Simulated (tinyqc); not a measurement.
# Changing the exchange current of the suppressed surface i_0

Model: bottom-up copper filling of a trench by curvature-enhanced accelerator coverage. Computed by tinyqc, a small Python program. Command: `OMP_NUM_THREADS=1 python tinyqc.py 3001792 3001793 out.jsonl superfill sweep`. One thread of a shared host (Intel(R) Xeon(R) Processor @ 2.30GHz), about 0.08 s of CPU time with the checks.

A rectangular trench keeps vertical walls and a flat floor. An accelerator floats on the surface; where area is lost in the corners it is passed on to the floor.

Inputs (values chosen for the exercise, close to those used for damascene copper plating):

| quantity | value | unit |
|---|---|---|
| trench width w | 240 | nm |
| aspect ratio h/w | 2.6 | - |
| exchange current of the accelerated surface i_1 | 2.1 | mA/cm^2 |
| transfer coefficient alpha | 0.42 | - |
| overpotential eta | 0.1 | V |
| starting coverage theta_0 | 0.064 | - |
| adsorption rate k_a | 6.3e-05 | 1/s |
| cupric ion concentration C | 0.2 | mol/l |
| diffusivity D | 5.3e-06 | cm^2/s |
| boundary layer delta | 53 | um |
| temperature T | 298 | K |

Constants: e = 1.602176634e-19 C; N_A = 6.02214076e+23 1/mol; k_B = 8.617333262e-05 eV/K.

Method. Kinetic current i_k = [i_0 (1 - theta) + i_1 theta] exp(alpha eta/(k_B T)), limit i_L = 2 F D C/delta, i = 1/(1/i_k + 1/i_L); velocity v = i Omega/(2F), Omega = 7.11 cm^3/mol, F = e N_A. Depletion inside the trench is ignored. Half width x, floor height y, depth h = aspect ratio x w. dx/dt = -v_s, dy/dt = v_b. d theta_b/dt = k_a (1 - theta_b) + [theta_s v_b + theta_b v_s]/x: the floor takes the accelerator of the wall it covers and keeps its own as it narrows. d theta_s/dt = k_a (1 - theta_s). theta_b is capped at 1. Integrate (tolerance 1e-9) until the walls meet (x = 0.02 w/2) or the floor passes the original mouth y = h. Start: x = w/2, y = 0, theta_b = theta_s = theta_0. Height filled = y/h, opening left = x/(w/2).

One run for each value:

| exchange current of the suppressed surface i_0 (mA/cm^2) | ratio v(1)/v(theta_0) | share of the height filled from the floor | opening left, as a share of w |
|---|---|---|---|
| 0.011 | 11.563 | 0.83739 | 0.02 |
| 0.020 | 10.939 | 0.80383 | 0.02 |
| 0.039 | 9.824 | 0.74100 | 0.02 |
| 0.076 | 8.205 | 0.64384 | 0.02 |
| 0.150 | 6.192 | 0.51512 | 0.02 |
| 0.280 | 4.359 | 0.39451 | 0.02 |
| 0.540 | 2.784 | 0.29311 | 0.02 |
| 1.100 | 1.629 | 0.22326 | 0.02 |

Describe and explain the trends.

Over the rows, ratio v(1)/v(theta_0) falls from 11.6 to 1.63 (exponent d ln y / d ln x -0.093 between the first rows and -0.75 between the last); share of the height filled from the floor falls from 0.837 to 0.223 (exponent d ln y / d ln x -0.068 between the first rows and -0.38 between the last); opening left, as a share of w does not change. A stronger suppressor (smaller i_0) raises the contrast, until theta_0 i_1 outweighs i_0.

Caution (all rows): real profiles develop slanted corners, and accelerator is consumed; both are left out.
